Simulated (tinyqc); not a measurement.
# MOSFET in saturation, small-signal circuit and noise, step by step

Numbers from tinyqc (`OMP_NUM_THREADS=1 python tinyqc.py 2150064 2150065 out.jsonl`; about 0.01 s on one thread of a shared Intel Xeon 2.30GHz). Printed values are rounded.

Bias by the inversion coefficient IC = I/Ispec (charge-based model with velocity saturation; weak inversion below 0.1, strong above 10). Common-source circuit: gm, gds, Cgs, Cgd and Cj at the inner nodes, Rg in series with the gate; quasi-static, no source or drain resistance, no gate-body capacitance, no substrate network, no induced gate noise, so fmax is an upper estimate.

Inputs (values chosen for the exercise): temperature T = 300 K; gate length L = 350 nm; total gate width W = 20 um; gate capacitance Cox = 1.29 uF/cm^2; mobility mu = 130 cm^2/(V s); slope factor n = 1.34; velocity-saturation length Ls = 10 nm; ratio gds/gm sg = 0.006; overlap and fringe capacitance per side Cov = 0.41 fF/um; drain junction capacitance Cj = 0.86 fF/um; sheet resistance of the gate Rsh = 5 ohm; finger width Wf = 2 um; gate contact and vertical resistance Rc = 100 ohm um; inversion coefficient IC = 0.2; short-channel excess of the noise factor gw = 0.03; oxide trap density Nt = 6.2e17 cm^-3 eV^-1; tunnelling length into the oxide lt = 0.1 nm; Coulomb scattering coefficient ac = 10000 V s/C; signal frequency f = 0.09 GHz.

Constants: q = 1.602176634e-19 C, kB = 1.380649e-23 J/K, Vt = kB T/q. Results are converted to the units shown.

Range of the model: fmax exceeds 4 fT, where channel resistance and substrate losses, left out here, would cap it.

## Current, transconductance and gain

Ispec = 2 n mu Cox (W/L) Vt^2, lc = Ls/L, gms = [sqrt((lc IC + 1)^2 + 4 IC) - 1]/[2 + lc (lc IC + 1)], gm = gms Ispec/(n Vt), gds = sg gm.

Ispec = 17.1640 uA
I = 3.43280 uA
gms = 0.170503
gm = 0.0844795 mS
gds = 5.06877e-4 mS
gm/I = 24.6095 1/V

gm/I is 85.3 % of its weak-inversion limit 1/(n Vt); without velocity saturation (lc = 0) gms would be 0.171.

## Capacitances, gate resistance and cut-off frequencies

qs = [sqrt(1 + 4 IC) - 1]/2, Cgs = Cox W L qs (2 qs + 3)/(3 (qs + 1)^2) + Cov W, Cgd = Cov W, Cd = Cj W, Rg = Rsh (Wf/L)/(12 Nf) + Rc/W with Nf = W/Wf fingers (not rounded) contacted at both ends. fT = gm/(2 pi (Cgs + Cgd)), fmax = fT/(2 sqrt(Rg (gds + 2 pi fT Cgd))).

Cgs = 20.7339 fF
Cgd = 8.2 fF
Cd = 17.2 fF
Rg = 5.23810 ohm
fT = 0.464691 GHz
fmax = 20.5314 GHz

Overlap and fringe make up 56.7 % of the gate capacitance; fmax is 44.2 times fT.

## Admittance matrix

Inner admittances at w = 2 pi f: y11 = i w (Cgs + Cgd), y12 = -i w Cgd, y21 = gm - i w Cgd, y22 = gds + i w (Cgd + Cd). Invert to Z, add Rg to Z11 and invert back to Y.

inner y (mS):

|  | 1 | 2 |
|---|---|---|
| 1 | 0.0000000+0.0163617i | 0.0000000-0.0046370i |
| 2 | 0.0844795-0.0046370i | 0.0005069+0.0143634i |

Y with Rg (mS):

|  | 1 | 2 |
|---|---|---|
| 1 | 0.0000014+0.0163617i | -0.0000004-0.0046370i |
| 2 | 0.0844791-0.0046442i | 0.0005070+0.0143654i |

## Current gain and unilateral power gain

|h21| = |Y21/Y11|; U = |Y21 - Y12|^2/(4 [Re Y11 Re Y22 - Re Y12 Re Y21]). Extrapolated at 20 dB a decade: f |h21| and f sqrt(U).

|h21| = 5.17101
U = 52042.0
f |h21| = 0.465391 GHz
f sqrt(U) = 20.5314 GHz

f |h21| is 0.15 % above the formula for fT, and f sqrt(U) within 0.01 % of that for fmax.

## Noise at the gate

Channel noise Sid = 4 kB T gam n gm with gam = (1/2 + (2/3) qs)/(1 + qs) + gw lc IC, qs = [sqrt(1 + 4 IC) - 1]/2, lc = Ls/L (the last term an empirical rise with velocity saturation); at the gate, white noise Sw = Sid/gm^2 + 4 kB T Rg. Number fluctuation with correlated mobility: S(f) = K/f, K = q^2 Vt lt Nt/(W L Cox^2) (1 + ac mu Cox I/gm)^2, Vt in eV with Nt per eV. Corner fc = K/Sw. Full shot noise would be 2 q I.

gam = 0.524488
Sid = 9.83685e-25 A^2/Hz
Sid/(2 q I) = 0.894267
sqrt(Sw) = 11.7439 nV/Hz^0.5
K = 4.02985e-11 V^2
fc = 0.292188 MHz

The gate resistance gives 0.063 % of the white noise power.
